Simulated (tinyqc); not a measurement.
Epitaxial growth on a vicinal surface: Burton-Cabrera-Frank step flow, step-edge barrier and island nucleation: one step, computed by the program tinyqc. Command: `OMP_NUM_THREADS=1 python tinyqc.py 3002515 3002516 out.jsonl stepflow walk`. One thread of a shared host (Intel(R) Xeon(R) Processor @ 2.30GHz), about 0.01 s of CPU time with the checks.

Adatoms land at rate F, hop on a square grid (a simplification for hexagonal faces), desorb, or join steps. Lengths are in units of a and n is the adatom coverage. Steps ascend at x = 0 and descend at x = l.

Question. Terrace solution. D n'' - n/tau + F = 0 with n(0) = n_eq and -l_s n'(l) = n(l) - n_eq. With u = n - F tau, A = n_eq - F tau, y = l/x_s, s = l_s/x_s: u = A cosh(x/x_s) + B sinh(x/x_s), B = A (1 - cosh y - s sinh y)/(sinh y + s cosh y). Flux into the ascending step J+ = D B/x_s, over the descending one J- = -(D/x_s)(A sinh y + B cosh y); step velocity J+ + J-; growth rate (J+ + J-)/l. For small y: J+ + J- = (F - n_eq/tau) l, J-/J+ = l/(l + 2 l_s). The coverage peaks where n' = 0, tanh(x/x_s) = -B/A.

Inputs (values chosen for the exercise, close to those used for Si(111)): deposition rate F = 0.011 layers/s; temperature T = 840 C.

D = 8.495882e+07 a^2/s

lifetime tau = 0.8884404 s

diffusion length x_s = 8687.972 a

equilibrium coverage n_eq = 5.598978e-06

terrace width l = 11.69377 a

Schwoebel length l_s = 0 a

Give: J+; J-; growth rate; peak coverage; position of the peak.

Answer.

J+ = 0.06428 atoms per step site and s

J- = 0.06428 atoms per step site and s

growth rate = 0.01099 layers/s

peak coverage = 5.601e-06

position of the peak = 5.847 a
